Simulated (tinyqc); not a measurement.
Inside a calculation. Model: piezoresistors in the (001) plane of a cubic crystal.

Program tinyqc, `OMP_NUM_THREADS=1 python tinyqc.py 2530116 2530117 out.jsonl`; Intel Xeon 2.30GHz, shared host, one thread, about 0.01 s. Printed values are rounded.

Plane stress in crystal axes x = [100], y = [010]. First-order piezoresistance: d rho_xx/rho = p11 sxx + p12 syy, d rho_yy/rho = p12 sxx + p11 syy, d rho_xy/rho = p44 sxy; a resistor along d = (cos th, sin th) changes by dR/R = d.(d rho/rho).d. Changes of geometry and second-order terms are left out.

Inputs (values chosen for the exercise); coefficients close to those of lightly doped n-type silicon: piezoresistive coefficient p11 = -104 x 1e-11/Pa; piezoresistive coefficient p12 = 53.6 x 1e-11/Pa; piezoresistive coefficient p44 = -13.9 x 1e-11/Pa; angle of the current from [100] th = 22.5 deg; stress sxx Sx = -76 MPa; stress syy Sy = 86 MPa; shear stress sxy St = -73 MPa; bridge supply Vb = 1.2 V; Young's modulus along [110] E = 180 GPa.

## Change of the resistivity tensor

As in the introduction.

d rho/rho (%):

|  | x | y |
|---|---|---|
| x | 12.5136 | 1.0147 |
| y | 1.0147 | -13.0176 |

## Resistors at th and th + 90 degrees, and the bridge

dR/R = d.(d rho/rho).d. A full bridge with two resistors of each kind in opposite arms gives Vout = Vb (a - b)/(2 + a + b), a and b the two dR/R.

dR/R at th = 9.49214 %
dR/R at th + 90 = -9.99614 %
Vout = 117.225 mV

## Longitudinal and transverse coefficients

For uniaxial stress along or across the current: pL = p11 - (A/2) sin^2(2 th), pT = p12 + (A/2) sin^2(2 th), A = p11 - p12 - p44. Gauge factor along [110]: E (p11 + p12 + p44)/2.

A = -143.7 x 1e-11/Pa
pL = -68.0750 x 1e-11/Pa
pT = 17.6750 x 1e-11/Pa
gauge factor = -57.87
